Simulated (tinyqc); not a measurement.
# Band bending at a free surface with one surface level, surface photovoltage and Kelvin probe: several studies

n-type bulk, xi = Ec - EF = Vt ln(Nc/Nd), p0 = ni^2/Nd, ni = sqrt(Nc Nv) exp(-Eg/(2 Vt)), Eg in volts. b is the upward band bending, u = b/Vt. Space charge per area, in units of q: Qc = sign(b) sqrt((2 eps0 eps_r Vt/q) [(Nd + dn)(exp(-u) - 1) + Nd u + (p0 + dn)(exp(u) - 1)]), with dn the excess density under light (flat quasi-Fermi levels; 0 in the dark). The level holds -Ns f, f = 1/(1 + exp((xi + b - Es)/Vt)). Neutrality: Qc + Qf + (charge of the states) = 0.

Inputs (values chosen for the exercise); band and dielectric values close to those of silicon:
- T = 350 K (temperature)
- Eg = 1.14 eV (band gap)
- eps_r = 11.6 (relative permittivity)
- Nc = 3.5e19 cm^-3 (conduction-band density of states at T)
- Nv = 3.39e19 cm^-3 (valence-band density of states at T)
- chi = 4 eV (electron affinity)
- Nd = 9.7e17 cm^-3 (donor density)
- Qf = 1.5e10 cm^-2 (fixed positive charge at the surface)
- pt = 4.93 eV (work function of the probe tip)
- Ns = 4.8e12 cm^-2 (density of an acceptor-like surface level)
- Es = 0.37 eV (its depth below the conduction edge)

Constants: q = 1.602176634e-19 C, kB = 1.380649e-23 J/K, Vt = kB T/q, eps0 = 8.8541878128e-14 F/cm where lengths are in cm. Results are converted to the units shown.

Each table varies one quantity; the others keep the values above.

## Photovoltage against injection

Under chopped light the surface charge keeps its dark value, so b falls to bL with Qc(bL, dn) = Qc(b, 0); the photovoltage is b - bL.

Photovoltage against injection:

| dn (cm^-3) | bL (V) | photovoltage (mV) | share of b removed (%) |
|---|---|---|---|
| 1.1e9 | 0.2780 | 3.449e-4 | 1.240e-4 |
| 1.9e10 | 0.2780 | 0.005956 | 0.002142 |
| 3.3e11 | 0.2779 | 0.1031 | 0.03708 |
| 5.7e12 | 0.2764 | 1.690 | 0.6077 |
| 9.7e13 | 0.2608 | 17.19 | 6.184 |
| 1.7e15 | 0.2141 | 63.93 | 22.99 |
| 2.8e16 | 0.1507 | 127.3 | 45.79 |
| 4.8e17 | 0.08160 | 196.4 | 70.65 |
| 8.2e18 | 0.02811 | 249.9 | 89.89 |

The photovoltage rises from 3.45e-4 to 250 mV, towards the full b = 278 mV. Its steepest rise is 56.0 mV a decade (Vt ln 10 = 69.4 mV), and it reaches 89.9 % of b in the last row: even strong light does not flatten the bands fully, so a saturation reading understates b. For dn = 8.2e18 the injection is high, and a Dember voltage, left out here, adds to the signal.

## Kelvin-probe contrast of the doping

Same model as above.

Work function chi + xi + b; contact potential difference CPD = (work function of the sample) - pt. b solves the neutrality condition in the dark.

Kelvin-probe contrast of the doping:

| Nd (cm^-3) | xi (eV) | b (V) | CPD (mV) |
|---|---|---|---|
| 1.1e14 | 0.3821 | 0.1432 | -404.6 |
| 4.8e14 | 0.3377 | 0.1731 | -419.2 |
| 2e15 | 0.2947 | 0.1981 | -437.3 |
| 8.5e15 | 0.2510 | 0.2207 | -458.3 |
| 3.6e16 | 0.2075 | 0.2414 | -481.1 |
| 1.5e17 | 0.1645 | 0.2599 | -505.7 |
| 6.3e17 | 0.1212 | 0.2750 | -533.9 |
| 2.7e18 | 0.07727 | 0.2787 | -574.0 |

xi falls by 305 mV over the table and the CPD by 169 mV; b rises from 0.143 to 0.279 V. Between the first two rows the CPD follows 32.8 % of the change of xi, and between the last two 91.5 %. It is below 100 % where b rises with the doping (pinning hides it).

## Pinning by the surface states

Same model as above.

Pinning by the surface states:

| Ns (cm^-2) | b (V) | xi + b (eV) | Qc (cm^-2) |
|---|---|---|---|
| 6.7e10 | 0.003695 | 0.1118 | 5.199e10 |
| 1.8e11 | 0.01227 | 0.1204 | 1.650e11 |
| 5.1e11 | 0.04245 | 0.1506 | 4.946e11 |
| 1.4e12 | 0.1703 | 0.2785 | 1.321e12 |
| 3.9e12 | 0.2685 | 0.3766 | 1.722e12 |
| 1.1e13 | 0.3095 | 0.4177 | 1.864e12 |
| 2.9e13 | 0.3407 | 0.4488 | 1.965e12 |
| 8.1e13 | 0.3716 | 0.4797 | 2.061e12 |

b rises from 0.00369 to 0.372 V. The level is over 95 % full (Qc near Ns - Qf) in the 4 rows with xi + b more than 3 Vt short of Es = 0.37 eV. Beyond that it empties, and between the last two rows b gains only 69.3 mV a decade.

tinyqc, about 0.01 s, one thread, Intel Xeon 2.30GHz (shared host): `OMP_NUM_THREADS=1 python tinyqc.py 2430109 2430110 out.jsonl`
